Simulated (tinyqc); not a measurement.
What a faster ramp buys: rapid thermal processing of a wafer: radiative balance, ramp and cooling, pattern effects, pyrometer error and spike budget. Computed by tinyqc, a small Python program. Command: `OMP_NUM_THREADS=1 python tinyqc.py 3111249 3111250 out.jsonl rtp walk`. One thread of a shared host (Intel(R) Xeon(R) Processor @ 2.30GHz), about 0.05 s of CPU time with the checks.

The wafer is opaque and uniform through its thickness unless said otherwise; temperatures in formulas are in kelvin (C + 273.15). sigma = 5.670374419e-12 W/(cm^2 K^4).

Inputs (values chosen for the exercise, modelled on a hot silicon wafer):

| quantity | value | unit |
|---|---|---|
| wafer thickness d | 725 | micrometre |
| heat capacity per volume C | 2.14 | J/(cm^3 K) |
| thermal conductivity k | 0.26 | W/(cm K) |
| emissivity eps of each face | 0.67 | - |
| reflectivity of the chamber walls r | 0.85 | - |
| gas heat-transfer coefficient h, both faces together | 5.2 | mW/(cm^2 K) |
| wall temperature T_w | 700 | K |
| process temperature | 918 | C |
| starting temperature | 450 | C |
| ramp rate | 130 | K/s |
| activation energy of the process E_a | 1.24 | eV |

Constants: k_B = 8.617333262e-05 eV/K.

Method:
- Effective emissivity between parallel grey plates: eps_eff = 1/(1/eps + 1/(1 - r) - 1). Loss per area q(T) = 2 eps_eff sigma (T^4 - T_w^4) + h (T - T_w).
- Absorbed power during a ramp = q(T) + C d x ramp rate; thermal time constant tau = C d/(dq/dT), dq/dT = 8 eps_eff sigma T^3 + h; natural cooling rate q/(C d); front-to-back difference under one-sided heating at the end of the ramp = (absorbed power) d/(2 k).
- Cooling with the lamps off: C d dT/dt = -q(T), integrated adaptively (relative tolerance 1e-10).
- Spike anneal: linear ramp to the peak, then lamps off. Equivalent time at the peak = int exp(-(E_a/k_B)(1/T - 1/T_peak)) dt; estimate (k_B T^2/E_a)(1/ramp rate + 1/cooling rate). The ramp part uses 4000 trapezoid steps, the cooling part 4000 steps over 4 tau.

time constant tau = 9.75253 s

holding power q = 5.36256 W/cm^2

natural cooling rate = 34.5637 K/s

Against the ramp rate:

| ramp (K/s) | ramp part (s) | cooling part (s) | total (s) | power at the peak (W/cm^2) |
|---|---|---|---|---|
| 10 | 8.5353 | 3.3054 | 11.841 | 6.91 |
| 25 | 3.4141 | 3.3054 | 6.720 | 9.24 |
| 50 | 1.7071 | 3.3054 | 5.012 | 13.12 |
| 100 | 0.8535 | 3.3054 | 4.159 | 20.88 |
| 250 | 0.3414 | 3.3054 | 3.647 | 44.15 |
| 500 | 0.1707 | 3.3054 | 3.476 | 82.94 |
| 1000 | 0.0854 | 3.3054 | 3.391 | 160.51 |

What follows from these numbers?

From 10 to 100 K/s the total falls by a factor 2.8, from 100 to 1000 K/s by 1.23: the cooling part, 3.31 s, is a floor, and the natural cooling rate here is 34.6 K/s.

Extremes, crossings and ranges named in words are read from the listed rows.
